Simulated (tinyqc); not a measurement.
# From one set of inputs to another, one input at a time

Model: Bloch-Grueneisen resistivity of a metal. Computed by tinyqc, a small Python program. Command: `OMP_NUM_THREADS=1 python tinyqc.py 3018397 3018398 out.jsonl bg ladder`. One thread of a shared host (Intel(R) Xeon(R) Processor @ 2.30GHz), about 0.01 s of CPU time with the checks.

Electrons scatter from a Debye spectrum of phonons (n = 5 for scattering within one band, n = 3 for scattering into a second, heavy band) and from static defects.

The inputs printed are set A. Set A is modelled on nickel; the values taken over come from a set modelled on silver. Inputs not listed in the table keep their values of set A, so the rows need not describe a real material.

Inputs (values chosen for the exercise, modelled on nickel):

| quantity | value | unit |
|---|---|---|
| exponent n | 5 | - |
| Debye temperature Theta | 391 | K |
| transport coupling lambda_tr | 0.22 | - |
| Drude plasma energy hbar w_p | 5.8 | eV |
| residual resistivity rho_0 | 1.5 | microohm cm |
| temperature T | 295 | K |

Addition: none.

Constants: k_B = 1.380649e-23 J/K; hbar = 1.054571817e-34 J s; eps_0 = 8.8541878128e-12 F/m; hbar = 6.582119569e-16 eV s; k_B = 8.617333262e-05 eV/K.

Method:
- J_n(y) = int_0^y x^n e^x/(e^x - 1)^2 dx, by 96 Gauss-Legendre points (upper limit at most 60).
- rho_ph = (n - 1) rho_1 (T/Theta)^n J_n(Theta/T), with rho_1 = 2 pi lambda_tr k_B Theta/(hbar eps_0 w_p^2), the high-temperature line at T = Theta.
- Matthiessen's rule: rho = rho_0 + rho_ph.
- Temperature coefficient (1/rho) d rho/dT by a central difference of +/- 0.5 K; residual ratio rho(295 K)/rho(4.2 K); scattering time tau = 1/(eps_0 w_p^2 rho); Wiedemann-Franz kappa = L_0 T/rho, L_0 = (pi^2/3)(k_B/e)^2.

Each row keeps all changes above it:

| input moved | from | to | resistivity rho (microohm cm) | residual resistance ratio | Wiedemann-Franz conductivity (W/(m K)) |
|---|---|---|---|---|---|
| set A | - | - | 8.5547e+00 | 5.70 | 84.2 |
| transport coupling lambda_tr | 0.22 | 0.12 | 5.3480e+00 | 3.57 | 134.8 |
| Debye temperature Theta (K) | 391 | 216 | 5.6120e+00 | 3.74 | 128.4 |
| temperature T (K) | 295 | 20 | 1.5101e+00 | 3.74 | 32.4 |
| residual resistivity rho_0 (microohm cm) | 1.5 | 0.0069 | 1.6977e-02 | 596.57 | 2877.9 |
| Drude plasma energy hbar w_p (eV) | 5.8 | 9.3 | 1.0820e-02 | 232.73 | 4515.9 |

Which inputs carry the difference?

Resistivity rho goes from 8.55 to 0.0108, a factor 0.00126 in all. The largest single move comes from residual resistivity rho_0 (a factor 0.0112). Residual resistance ratio goes from 5.70 to 233, a factor 40.8 in all. The largest single move comes from residual resistivity rho_0 (a factor 159), and Drude plasma energy hbar w_p works against it (a factor 0.390). Wiedemann-Franz conductivity goes from 84.2 to 4520, a factor 53.6 in all. The largest single move comes from residual resistivity rho_0 (a factor 88.9), and temperature T works against it (a factor 0.252). The single moves hold for this order of the switches; the total does not depend on the order.

Extremes, crossings and ranges named in words are read from the listed rows.
